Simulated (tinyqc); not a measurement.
Thermal resistances of a two-die stack.

Problem. Heat leaves through the lower die only, and the system is linear. Find the resistance R1 from the lower die to the coolant, R2 between the dies, and the rise of the upper die when both are powered.

Inputs (values chosen for the exercise):
- P1 = 19 W (power of the lower die)
- P2 = 16 W (power of the upper die)

rises of the lower and upper die with only the lower one powered (K): [7.79, 7.79]
rises of the lower and upper die with only the upper one powered (K): [6.56, 10.88]

Solution. With only the lower die powered no heat crosses R2, so both dies rise by P1 R1; the difference in the second test is P2 R2; rises add.

R1 = 0.4100 K/W
R2 = 0.2700 K/W
rise of the upper die = 18.67 K

tinyqc, about 0.03 s, one thread, Intel Xeon 2.30GHz (shared host): `OMP_NUM_THREADS=1 python tinyqc.py 2162035 2162036 out.jsonl`
